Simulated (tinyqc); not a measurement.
From results back to parameters: valley splitting of a silicon quantum well in envelope theory. Two cases, with inputs chosen for the exercise.

Problem. A dot straddles a single atomic step, which shifts the valley phase by theta = q a/4 = pi k0 (k0 in 2 pi/a). With the share t of the electron on the upper terrace, Ev = Ev0 |1 - t + t exp(i theta)|. Ev was computed from a hidden t below one half.

Find: t (1 - t); t; Ev at t = 1/2.

Method. (Ev/Ev0)^2 = 1 - 2 t (1 - t)(1 - cos theta), a quadratic for t; at t = 1/2 the splitting is Ev0 |cos(theta/2)|.

Case 1.

Values chosen (out of a larger set: near those of a strained Si well in SiGe; not measured data): Ev0 = 135 micro-eV (splitting on a flat terrace); k0 = 0.845 2 pi/a (valley position).

Ev = 75.504 micro-eV

Solution.

t (1 - t) = 0.1824
t = 0.24
Ev at t = 1/2 = 32.5 micro-eV

Case 2.

Values chosen (out of a larger set: near those of a strained Si well in SiGe; not measured data): Ev0 = 148 micro-eV (splitting on a flat terrace); k0 = 0.847 2 pi/a (valley position).

Ev = 55.684 micro-eV

Solution.

t (1 - t) = 0.2275
t = 0.35
Ev at t = 1/2 = 35.2 micro-eV

Computed by tinyqc, one run a case: `OMP_NUM_THREADS=1 python tinyqc.py N N+1 out.jsonl` with N = 1280547, 1280579; one thread of a shared Intel(R) Xeon(R) Processor @ 2.30GHz, about 0.07 s a run at most.
